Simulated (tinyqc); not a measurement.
# Trap density and cross-section from triangular pulses

Problem. In charge pumping, for a flat interface trap density D0 and a symmetric triangular wave, Qcp = -2 q A D0 Vt ln[vth s ni (dV/Va)/(2 f)], with s the geometric mean cross-section. Find D0, the frequency f0 where the line meets zero, and s.

Values chosen for this exercise:
```
symbol,value,unit,meaning
T,250,K,temperature
A,0.069,um^2,gate area
vth,1.4e7,cm/s,"thermal velocity at 250 K, one nominal value for electrons and holes"
dV,0.59,V,Vth - Vfb
Va,1.7,V,pulse height
```

Constants: q = 1.602176634e-19 C, kB = 1.380649e-23 J/K, Vt = kB T/q. Results are converted to the units shown.

Qcp at f = 10000 and 5e5 Hz (fC): [9.6731226e-4, 0.0013213564]
ni = 1.6917322e8 cm^-3

Answer. Qcp is linear in ln f: the slope gives D0 and the zero gives s = 2 f0 Va/(vth ni dV).

D0 = 1.900e10 cm^-2 eV^-1
f0 = 0.2281 Hz
s = 5.550e-16 cm^2

Computed by the program tinyqc: `OMP_NUM_THREADS=1 python tinyqc.py 2030155 2030156 out.jsonl`, one thread of a shared Intel Xeon 2.30GHz, about 0.01 s for the whole run.
